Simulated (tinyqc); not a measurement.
Static response in three, two and one dimensions: static screening by free carriers.

Lindhard at zero temperature: eps(q)/eps = 1 + (qTF/q)^2 L(x), x = q/(2 kF), L(x) = 1/2 + ((1 - x^2)/(4x)) ln|(1 + x)/(1 - x)|.

kF = 1.74998 1/angstrom
qTF = 2.05197 1/angstrom

x = q/(2 kF). Response over its long-wave value: L3 as above; L2 = 1 for x <= 1 and 1 - sqrt(1 - 1/x^2) beyond; L1 = ln|(1 + x)/(1 - x)|/(2x).

Response:
```
x         L3     L2     L1  eps(q)/eps, Lindhard 3D  Thomas-Fermi
0.101  0.997  1.000  1.003                    34.58         34.70
0.303  0.969  1.000  1.032                    4.627         4.744
0.505  0.910  1.000  1.101                    2.227         2.348
0.707  0.812  1.000  1.246                    1.558         1.688
0.909  0.645  1.000  1.674                    1.268         1.416
0.990  0.527  1.000  2.673                    1.185         1.351
1.031  0.436  0.757  2.028                    1.141         1.323
1.111  0.345  0.564  1.326                    1.096         1.278
1.314  0.224  0.351  0.760                    1.045         1.199
1.617  0.139  0.214  0.447                    1.018         1.131
2.223  0.070  0.107  0.218                    1.005         1.070
```

Next to x = 1 the table has L3 = 0.527 and 0.436, L2 = 1.000 and 0.757, L1 = 2.673 and 2.028: an infinite slope in 3D, a kink in 2D and a logarithmic peak in 1D, where the whole Fermi surface is joined by 2 kF. These features give Friedel oscillations of period pi/kF = 1.8 angstrom at zero temperature; they wash out once kT nears EF, so this table, for T = 0, describes the gas only where EF is well above kT. Thomas-Fermi overstates eps(q) by 5.4 % at x = 0.505 and by 11.1 % at x = 1.617.

Program tinyqc; command `OMP_NUM_THREADS=1 python tinyqc.py 1652077 1652078 out.jsonl`; about 0.01 s on one thread of a shared Intel(R) Xeon(R) Processor @ 2.30GHz.
